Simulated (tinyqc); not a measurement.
# Inputs raised by 10 %, one at a time

Model: ion-assisted plasma etching: sheath, surface coverage, synergy and aspect-ratio dependence. Computed by tinyqc, a small Python program. Command: `OMP_NUM_THREADS=1 python tinyqc.py 3029830 3029831 out.jsonl etch sens`. One thread of a shared host (Intel(R) Xeon(R) Processor @ 2.30GHz), about 0.01 s of CPU time with the checks.

Radicals adsorb on bare sites; ions remove covered sites with a high yield and bare sites by sputtering; a slow spontaneous reaction acts everywhere, walls included.

Inputs (values chosen for the exercise, close to those used for silicon dioxide in a fluorocarbon plasma):
```
quantity                                value       unit
plasma density n_e                    3.3e+11     1/cm^3
electron temperature T_e                  2.7         eV
ion mass M_i                               50          u
sheath voltage V                          320          V
radical density n                     3.2e+13     1/cm^3
radical mass M_n                           31          u
gas temperature T_g                       500          K
sticking coefficient s                   0.52          -
radicals per removed unit x                 3          -
yield slope b                            0.32  eV^(-1/2)
threshold E_th                             15         eV
sputter slope b_p                       0.012  eV^(-1/2)
sputter threshold E_p                      37         eV
spontaneous reaction probability k_c    5e-06          -
solid density N                       2.2e+22     1/cm^3
ion temperature T_i                      0.46         eV
aspect ratio A                            6.3          -
```

Feature: round hole.

Constants: e = 1.602176634e-19 C; u = 1.6605390666e-27 kg; k_B = 1.380649e-23 J/K; eps_0 = 8.8541878128e-12 F/m.

Method:
- Bohm speed u_B = sqrt(e T_e/M_i); ion flux G_i = 0.61 n_e u_B; radical flux G_n = n c/4 with c = sqrt(8 k_B T_g/(pi M_n)).
- Debye length lambda_D = sqrt(eps_0 T_e/(e n_s)) with n_s = 0.61 n_e, T_e in volts; Child-law sheath d = (sqrt2/3) lambda_D (2 V/T_e)^(3/4); ion energy E = V + T_e/2; angular spread = arctan(sqrt(T_i/E)).
- Yields: Y = b (sqrt(E) - sqrt(E_th)) on covered sites, Y_p = b_p (sqrt(E) - sqrt(E_p)) on bare ones (zero below threshold).
- Steady coverage: s G_n (1 - theta) = x Y G_i theta; removal flux = Y G_i theta + Y_p G_i (1 - theta) + k_c G_n; rate = flux/N, 1 cm/s = 6e8 nm/min.
- Lateral rate = k_c G_n/N; anisotropy = 1 - lateral/vertical; synergy = vertical/(ions alone + radicals alone), with ions alone Y_p G_i/N and radicals alone the lateral rate.
- Transmission of a round hole: K = 1/(1 + 3A/4), walls that scatter diffusely without loss. With a loss probability S = s (1 - theta) at the floor, G_b/G_n = K/(K + S - K S); theta follows G_b, and the two are solved together. Ions are taken to reach the floor unshadowed; G_b replaces G_n in every term of the rate; A is depth over diameter.

Runs:
```
input moved                     from        to  vertical rate (nm/min)  coverage theta  floor rate over open-field rate  synergy
base run                           -         -                    1715          0.2817                           0.4523     9.63
plasma density n_e (1/cm^3)  3.3e+11  3.63e+11                    1774          0.2628                           0.4486     9.05
sheath voltage V (V)             320       352                    1754          0.2697                           0.4505     9.17
radical density n (1/cm^3)   3.2e+13  3.52e+13                    1823          0.3014                           0.4571    10.23
sticking coefficient s          0.52     0.572                    1823          0.3014                           0.4349    10.23
yield slope b (eV^(-1/2))       0.32     0.352                    1761          0.2628                           0.4429     9.88
aspect ratio A                   6.3      6.93                    1715          0.2817                           0.4307     9.63
ion mass M_i (u)                  50        55                    1686          0.2914                           0.4546     9.93
```

Exponents ln(y'/y) / ln(x'/x):
```
input                   vertical rate  coverage theta  floor rate over open-field rate  synergy
plasma density n_e              0.350          -0.728                           -0.085   -0.650
sheath voltage V                0.231          -0.457                           -0.041   -0.513
radical density n               0.637           0.709                            0.111    0.637
sticking coefficient s          0.637           0.709                           -0.411    0.637
yield slope b                   0.272          -0.728                           -0.221    0.272
aspect ratio A                  0.000           0.000                           -0.515    0.000
ion mass M_i                   -0.180           0.357                            0.052    0.320
```

Among the inputs moved here: vertical rate answers most in size to sticking coefficient s (exponent +0.637), and about equally to radical density n (+0.637); its exponent is below 0.0005 for aspect ratio A. coverage theta answers most in size to plasma density n_e (exponent -0.728), and about equally to yield slope b (-0.728); its exponent is below 0.0005 for aspect ratio A. floor rate over open-field rate answers most in size to aspect ratio A (exponent -0.515), next to sticking coefficient s (-0.411). Synergy answers most in size to plasma density n_e (exponent -0.650), next to radical density n (+0.637); its exponent is below 0.0005 for aspect ratio A.
